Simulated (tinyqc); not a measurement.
Quasi-harmonic thermal expansion with mode Grueneisen parameters: one step, computed by the program tinyqc. Command: `OMP_NUM_THREADS=1 python tinyqc.py 3015623 3015624 out.jsonl qha walk`. One thread of a shared host (Intel(R) Xeon(R) Processor @ 2.30GHz), about 0.02 s of CPU time with the checks.

A crystal with two atoms a cell; per atom there are 1 transverse acoustic (TA), 1/2 longitudinal acoustic (LA) and 3/2 optical (O) modes. Every frequency of group i scales as nu_i (V/V0)^(-gamma_i). The acoustic groups have Debye spectra, density 3 nu^2/nu_i^3 up to nu_i (40 Gauss-Legendre points); the optical group has one frequency. Static energy: E = (9 V0 B0/16) [y^3 B' + y^2 (2 - 4 y)], y = (V0/V)^(2/3) - 1, with pressure P_s = (3 B0/2) (z^7 - z^5) [1 + (3/4)(B' - 4)(z^2 - 1)], z = (V0/V)^(1/3).

Question. Properties at the equilibrium volume. For a mode with x = h nu/(k_B T), n = 1/(exp(x) - 1): U = h nu (n + 1/2), C/k_B = x^2 n (n + 1); U_i and C_i sum these over group i with its weight per atom. Phonon pressure P_ph = sum_i gamma_i U_i/V. B_T = -V d(P_s + P_ph)/dV at fixed T (central difference, step 1e-4 V); alpha_V = sum gamma_i C_i k_B/(B_T V), all at V(T); the linear coefficient is alpha_L = alpha_V/3. C_P - C_V = alpha_V^2 B_T V T; the optical frequency is nu_O (V/V0)^(-gamma_O).

Inputs (values chosen for the exercise, modelled on silicon carbide):

| quantity | value | unit |
|---|---|---|
| static volume V0 | 10.4 | angstrom^3/atom |
| static bulk modulus B0 | 220 | GPa |
| static B' | 3.92 | - |
| frequency nu_TA | 11.1 | THz |
| frequency nu_LA | 17.1 | THz |
| frequency nu_O | 24.2 | THz |
| Grueneisen parameter gamma_TA | -0.048 | - |
| Grueneisen parameter gamma_LA | 1.1 | - |
| Grueneisen parameter gamma_O | 0.98 | - |
| temperature T | 30 | K |

Acoustic groups: Debye.

volume V(T) = 10.46377 angstrom^3/atom

Constants: h x 1 THz = 4.135667696 meV; k_B = 8.617333262e-05 eV/K; 1 eV/angstrom^3 = 160.2176634 GPa.

Give: volume change from V0; isothermal bulk modulus B_T; linear expansion coefficient; C_V; C_P - C_V; optical frequency at V(T).

Answer.

volume change from V0 = 0.6132 %

isothermal bulk modulus B_T = 217.4 GPa

linear expansion coefficient = 0.002971 ppm/K

C_V = 0.01585 k_B/atom

C_P - C_V = 3.928e-10 k_B/atom

optical frequency at V(T) = 24.06 THz
